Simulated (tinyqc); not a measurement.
Exchange-only LDA atom on a uniform radial grid, spin-unpolarised, for N+, step by step. Computed by tinyqc, a small Python program that keeps every step. Settings: Z = 7, points = 128, R = 6.5, functional = Slater exchange alone, mixing = 0.2, iteration cap = 87. Command: `OMP_NUM_THREADS=1 python tinyqc.py 28744 28745 out.jsonl` (the two numbers bound the seeds that draw the settings). One thread of a shared host (Intel(R) Xeon(R) Processor @ 2.60GHz), about 0.6 s of CPU time with the checks. Later iterations appear only in the table of the cycle.

## Iteration 1

Spherical atom on a uniform radial grid r_j = j h with h = R/(N + 1), h sum u^2 = 1 and integrals as h times sums, u(0) = u(R) = 0 (atomic units):
```
parameter           value
Z                       7
points N              128
R                6.500000
h                0.050388
mixing           0.200000
electrons in 1s         2
electrons in 2s         2
electrons in 2p         2
```

Three-point differences turn -u''/2 + [l(l+1)/2r^2 - Z/r + V] u = e u into a tridiagonal matrix (diagonal 1/h^2 + potential, off-diagonal -1/2h^2). D = sum f u^2; the Hartree potential y/r solves y'' = -D/r with y(0) = 0, y(R) = N_e; v_xc comes from rho = D/(4 pi r^2); E = sum f e - int D V + int D (V_H/2 + eps_xc); V(new) = V + mixing (V_H + v_xc - V).

eigenvalues (hartree): 1s -23.78202, 2s -6.07810, 2p -6.14118

Every 8th grid point:
```
r           V in     u(1s)      u(2s)     u(2p)         D       V_H       v_xc
0.40310  0.00000   0.91200   -0.50896   1.05407   4.40370  10.69421   -1.27228
0.80620  0.00000   0.11472   -1.14248   1.02103   4.72183   6.94468   -0.82034
1.20930  0.00000   0.01082   -0.74995   0.55801   1.74783   4.90802   -0.44950
1.61240  0.00000   0.00091   -0.35343   0.24126   0.36623   3.71603   -0.22039
2.01550  0.00000   0.00007   -0.14164   0.09174   0.05695   2.97647   -0.10213
2.41860  0.00000  5.39e-06   -0.05152   0.03216   0.00738   2.48073   -0.04576
2.82171  0.00000  3.95e-07   -0.01756   0.01066   0.00084   2.12637   -0.02005
3.22481  0.00000  2.84e-08   -0.00572   0.00339   0.00009   1.86058   -0.00864
3.62791  0.00000  2.01e-09   -0.00180   0.00105  8.65e-06   1.65385   -0.00368
4.03101  0.00000  1.41e-10   -0.00055   0.00031  8.03e-07   1.48846   -0.00155
4.43411  0.00000         0   -0.00016   0.00009  7.14e-08   1.35315   -0.00065
4.83721  0.00000         0  -4.84e-05  2.69e-05  6.14e-09   1.24038   -0.00027
5.24031  0.00000         0  -1.40e-05  7.69e-06  5.12e-10   1.14497   -0.00011
5.64341  0.00000         0  -4.00e-06  2.17e-06  4.13e-11   1.06319  -4.62e-05
6.04651  0.00000         0  -1.07e-06  5.75e-07         0   0.99231  -1.83e-05
6.44961  0.00000         0  -8.69e-08  4.64e-08         0   0.93029    0.00000
```

total energy = -48.2580417 hartree

## Iteration 2

As before.

eigenvalues (hartree): 1s -21.31592, 2s -4.82580, 2p -4.72810

Every 8th grid point:
```
r           V in     u(1s)      u(2s)     u(2p)         D       V_H      v_xc
0.40310  1.88439   0.93288   -0.43368   0.96098   3.96365  10.34174  -1.22841
0.80620  1.22487   0.12741   -1.10828   1.03153   4.61713   6.81048  -0.81423
1.20930  0.89170   0.01331   -0.80814   0.63931   2.12398   4.87779  -0.47968
1.61240  0.69913   0.00125   -0.42697   0.31719   0.56582   3.71101  -0.25478
2.01550  0.57487   0.00011   -0.19313   0.13938   0.11345   2.97577  -0.12851
2.41860  0.48699  9.45e-06   -0.07968   0.05674   0.01914   2.48064  -0.06288
2.82171  0.42126  7.87e-07   -0.03094   0.02192   0.00287   2.12636  -0.03016
3.22481  0.37039  6.44e-08   -0.01150   0.00815   0.00040   1.86058  -0.01427
3.62791  0.33003  5.20e-09   -0.00414   0.00294   0.00005   1.65385  -0.00668
4.03101  0.29738  4.15e-10   -0.00145   0.00104  6.38e-06   1.48846  -0.00310
4.43411  0.27050  3.28e-11   -0.00050   0.00036  7.58e-07   1.35315  -0.00143
4.83721  0.24802         0   -0.00017   0.00012  8.72e-08   1.24038  -0.00066
5.24031  0.22897         0   -0.00006  4.12e-05  9.75e-09   1.14497  -0.00030
5.64341  0.21263         0  -1.84e-05  1.36e-05  1.05e-09   1.06319  -0.00014
6.04651  0.19846         0  -5.59e-06  4.16e-06  9.71e-11   0.99231  -0.00006
6.44961  0.18606         0  -4.83e-07  3.62e-07         0   0.93029   0.00000
```

total energy = -49.5008206 hartree

## Convergence

Stop when input and output potentials agree to 1e-7.

Course of the cycle (hartree):
```
iteration            E      e(1s)     e(2s)     e(2p)  largest |V(out) - V(in)|
1          -48.2580417  -23.78202  -6.07810  -6.14118                  1.54e+01
2          -49.5008206  -21.31592  -4.82580  -4.72810                  1.16e+01
3          -50.3272942  -19.44519  -3.89309  -3.68756                  8.78e+00
4          -50.8625420  -18.03300  -3.19762  -2.92156                  6.59e+00
5          -51.1995696  -16.97238  -2.67841  -2.35735                  4.92e+00
6          -51.4056441  -16.17988  -2.29030  -1.94126                  3.65e+00
7          -51.5279311  -15.59061  -1.99985  -1.63382                  2.70e+00
8          -51.5983794  -15.15438  -1.78221  -1.40614                  1.99e+00
9          -51.6378319  -14.83263  -1.61892  -1.23706                  1.47e+00
10         -51.6593600  -14.59594  -1.49621  -1.11112                  1.08e+00
11         -51.6708425  -14.42211  -1.40382  -1.01700                  7.92e-01
...                ...        ...       ...       ...                       ...
67         -51.6831399  -13.92881  -1.10749  -0.72055                  8.02e-07
68         -51.6831399  -13.92881  -1.10749  -0.72055                  6.39e-07
69         -51.6831399  -13.92881  -1.10749  -0.72055                  5.09e-07
70         -51.6831399  -13.92881  -1.10749  -0.72055                  4.06e-07
71         -51.6831399  -13.92881  -1.10749  -0.72055                  3.23e-07
72         -51.6831399  -13.92881  -1.10749  -0.72055                  2.58e-07
73         -51.6831399  -13.92881  -1.10749  -0.72055                  2.05e-07
74         -51.6831399  -13.92881  -1.10749  -0.72055                  1.64e-07
75         -51.6831399  -13.92881  -1.10749  -0.72055                  1.30e-07
76         -51.6831399  -13.92881  -1.10749  -0.72055                  1.04e-07
77         -51.6831399  -13.92881  -1.10749  -0.72055                  8.31e-08
```

Converged in 77 iterations. A uniform grid resolves the cusp poorly: for a bare nucleus this grid gives 1s at -23.78202 against -Z^2/2 = -24.5 hartree. Before convergence this energy mixes input and output and is not variational, so it may rise towards its limit.
